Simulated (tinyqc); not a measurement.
# Changing the static B'

Model: quasi-harmonic thermal expansion with mode Grueneisen parameters. Computed by tinyqc, a small Python program. Command: `OMP_NUM_THREADS=1 python tinyqc.py 3008336 3008337 out.jsonl qha sweep`. One thread of a shared host (Intel(R) Xeon(R) Processor @ 2.30GHz), about 0.07 s of CPU time with the checks.

A crystal with two atoms a cell; per atom there are 1 transverse acoustic (TA), 1/2 longitudinal acoustic (LA) and 3/2 optical (O) modes. Every frequency of group i scales as nu_i (V/V0)^(-gamma_i). The acoustic groups have Debye spectra, density 3 nu^2/nu_i^3 up to nu_i (40 Gauss-Legendre points); the optical group has one frequency. Static energy: E = (9 V0 B0/16) [y^3 B' + y^2 (2 - 4 y)], y = (V0/V)^(2/3) - 1, with pressure P_s = (3 B0/2) (z^7 - z^5) [1 + (3/4)(B' - 4)(z^2 - 1)], z = (V0/V)^(1/3).

Inputs (values chosen for the exercise, for a model crystal): static volume V0 = 27.9 angstrom^3/atom; static bulk modulus B0 = 96.9 GPa; frequency nu_TA = 2.21 THz; frequency nu_LA = 3.39 THz; frequency nu_O = 7.12 THz; Grueneisen parameter gamma_TA = -0.16; Grueneisen parameter gamma_LA = 0.97; Grueneisen parameter gamma_O = 1.8; temperature T = 300 K; step factor f = 0.6.

Acoustic groups: Debye.

Constants: h x 1 THz = 4.135667696 meV; k_B = 8.617333262e-05 eV/K; 1 eV/angstrom^3 = 160.2176634 GPa.

Method:
- For a mode with x = h nu/(k_B T), n = 1/(exp(x) - 1): U = h nu (n + 1/2), C/k_B = x^2 n (n + 1); U_i and C_i sum these over group i with its weight per atom.
- Phonon pressure P_ph = sum_i gamma_i U_i/V.
- gamma_th = sum gamma_i C_i / sum C_i; volume expansion coefficient alpha_V = gamma_th C k_B/(B0 V0); linear coefficient alpha_V/3; first-order volume change P_ph/B0.
- Start at V0 and step V(new) = V [1 + f (P_s + P_ph)/B0]; stop when |P_s + P_ph| < 1e-8 GPa, after 60 steps, or when V leaves 0.7 to 1.3 V0.
- B_T = -V d(P_s + P_ph)/dV at fixed T (central difference, step 1e-4 V); alpha_V = sum gamma_i C_i k_B/(B_T V), all at V(T); the linear coefficient is alpha_L = alpha_V/3.
- C_P - C_V = alpha_V^2 B_T V T; the optical frequency is nu_O (V/V0)^(-gamma_O).

One run for each value; columns: (1) static B'; (2) isothermal bulk modulus B_T (GPa); (3) linear expansion coefficient (ppm/K); (4) volume change from V0 (%); (5) linear expansion, Grueneisen estimate (ppm/K):
```
(1)     (2)     (3)      (4)     (5)
2.5  96.309  4.6858  0.50932  4.6728
3.2  95.967  4.7024  0.51023  4.6728
4.0  95.576  4.7216  0.51127  4.6728
4.8  95.183  4.7411  0.51233  4.6728
5.5  94.838  4.7583  0.51325  4.6728
6.2  94.491  4.7758  0.51419  4.6728
7.0  94.093  4.7959  0.51526  4.6728
```

Describe and explain the trends.

Over the rows, isothermal bulk modulus B_T (GPa) falls from 96.3 to 94.1 (exponent d ln y / d ln x -0.014 between the first rows and -0.035 between the last); linear expansion coefficient (ppm/K) rises from 4.69 to 4.80 (exponent d ln y / d ln x 0.014 between the first rows and 0.035 between the last); volume change from V0 (%) rises from 0.5093 to 0.5153 (exponent d ln y / d ln x 0.0072 between the first rows and 0.017 between the last). The estimate at V0 does not know B'; the full result does, through the change of B_T with volume.
